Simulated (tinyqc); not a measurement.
# Admittance spectroscopy and thermally stimulated current of one trap level in a depletion layer, step by step

A worked calculation. Computed by tinyqc, a small Python program that keeps every step. Command: `OMP_NUM_THREADS=1 python tinyqc.py 3111061 3111062 out.jsonl admit walk`. One thread of a shared host (Intel(R) Xeon(R) Processor @ 2.30GHz), about 0.01 s of CPU time with the checks. Intermediate numbers are printed to about 7 digits and carried at full precision; extremes and crossings named in words are read from the listed rows.

A Schottky junction on n-type material holds one donor-like electron trap; shallow donors are fully ionised and abrupt depletion edges are assumed.

Inputs (values chosen for the exercise, modelled on n-type silicon):
```
quantity                         value    unit
dielectric constant eps           11.6       -
density-of-states mass m          1.05     m_0
shallow doping N               3.7e+16  1/cm^3
trap density N_t               3.6e+15  1/cm^3
trap depth E_t below the band    0.426      eV
capture cross section sigma    3.2e-14    cm^2
band bending V_b                  0.78       V
test frequency f                300000      Hz
heating rate beta                0.081     K/s
```

Constants: k_B = 1.380649e-23 J/K; m_0 = 9.1093837015e-31 kg; h = 6.62607015e-34 J s; k_B = 8.617333262e-05 eV/K; eps_0 = 8.8541878128e-12 F/m; e = 1.602176634e-19 C.

## Temperature of the peak

N_c = 2 (2 pi m k_B T/h^2)^(3/2), v_th = sqrt(3 k_B T/m), emission rate e_n = sigma v_th N_c exp(-E_t/(k_B T)). Where the level crosses the Fermi level capture equals emission, so the trap follows the signal with the rate 2 e_n; G/omega peaks at omega = 2 e_n (the correction for large N_t/N is left out). Solve 2 e_n(T_p) = 2 pi f.

peak temperature T_p = 305.2219 K

N_c at T_p = 2.770752e+19 1/cm^3

e_n at T_p = 942477.8 1/s

E_c - E_F = k_B T_p ln(N_c/N) = 0.1740808 eV

## The capacitance step

With E_c - E_F = k_B T_p ln(N_c/N): lambda = sqrt(2 eps eps_0 (E_t - (E_c - E_F))/(e^2 N)); traps are empty and charged for x < x_t = w - lambda, and V_b = e (N w^2 + N_t x_t^2)/(2 eps eps_0). High frequency: C_hf = eps eps_0/w. Low frequency: C_lf = eps eps_0 (N + N_t)/(N w + N_t x_t).

lambda = 93.43141 nm

depletion width w = 162.9659 nm

crossing point x_t = 69.53451 nm

C_hf = 63.02457 nF/cm^2

C_lf = 66.40010 nF/cm^2

step (C_lf - C_hf)/C_hf = 0.05355887

small-N_t estimate (N_t/N)(lambda/w) = 0.05578236

Reading N_t/N straight from the step would give 0.0536 against the true 0.0973: the factor lambda/w must be known.

## Scan in temperature at fixed frequency

With x = omega/(2 e_n): C = C_hf + (C_lf - C_hf)/(1 + x^2), G/omega = (C_lf - C_hf) x/(1 + x^2); C_hf and C_lf are held at their values at T_p.

Admittance:
```
T (K)  omega/(2 e_n)  C (nF/cm^2)  G/omega (nF/cm^2)
268.6       11.75081     63.04884           0.285194
280.8        4.83289     63.16316           0.669773
290.0        2.59208     63.46188           1.133537
299.1        1.45068     64.11189           1.577341
305.2        1.00131     64.71013           1.687761
311.3        0.70070     65.28853           1.586362
320.5        0.41905     65.89589           1.203224
332.7        0.22089     66.24306           0.710931
348.0        0.10505     66.36325           0.350739
```

The peak of G/omega is half the step, 1.69 nF/cm^2. Its full width is near 2 ln(2 + sqrt3) k_B T_p^2/(E_t + 2 k_B T_p) = 44.2 K.

## Arrhenius plot

T_p for 0.1, 0.3, 1, 3 and 10 f; least-squares lines of ln(e_n/T^2) and of ln(e_n) against 1/(k_B T), e_n = pi f; sigma = exp(intercept)/(v_th N_c/T^2).

Peaks:
```
f (Hz)    T_p (K)  1/(k_B T) (1/eV)  ln(e_n/T^2)   ln(e_n)
30000    270.7399          42.86225     0.251366  11.45368
90000    286.2179          40.54435     1.238788  12.55229
300000   305.2219          38.01994     2.314189  13.75627
900000   324.7621          35.73237     3.288694  14.85488
3000000  349.0616          33.24490     4.348356  16.05885
```

depth from e_n/T^2 = 0.426 eV

cross section from the intercept = 3.20e-14 cm^2

depth without the T^2 = 0.4787811 eV

Leaving out T^2 adds 53 meV, near 2 k_B T_p = 53 meV.

## Thermally stimulated current

Thermally stimulated current without retrapping: filled share n(T) = exp(-(1/beta) int e_n dT), current proportional to e_n n; the peak obeys beta (E_t/(k_B T^2) + 2/T) = e_n(T). The integral starts at 0.5 T_m and uses 4000 trapezoid steps to 1.2 T_m. Chen's first-order estimate from the full width W = T_2 - T_1 between the half-height points: E = 2.52 k_B T_m^2/W - 2 k_B T_m.

peak temperature T_m = 151.8717 K

lower half-height T_1 = 145.8232 K

upper half-height T_2 = 156.1809 K

filled share at T_m = 0.3875179

E_t/(k_B T_m) = 32.55067

symmetry factor (T_2 - T_m)/(T_2 - T_1) = 0.4160444

depth by Chen's formula = 0.4574010 eV

The slow ramp empties the trap at 152 K, far below the admittance peak at 305 K, since the rate asked for is 0.018 per second instead of 940000. Chen's formula, made for a constant prefactor, gives 31 meV more than E_t.

Checks made by the program: C_lf against dQ/dV by differences (relative difference below 1e-10); depth recovered (relative difference below 1e-10); peak of the integrated curve (relative difference 2e-05).
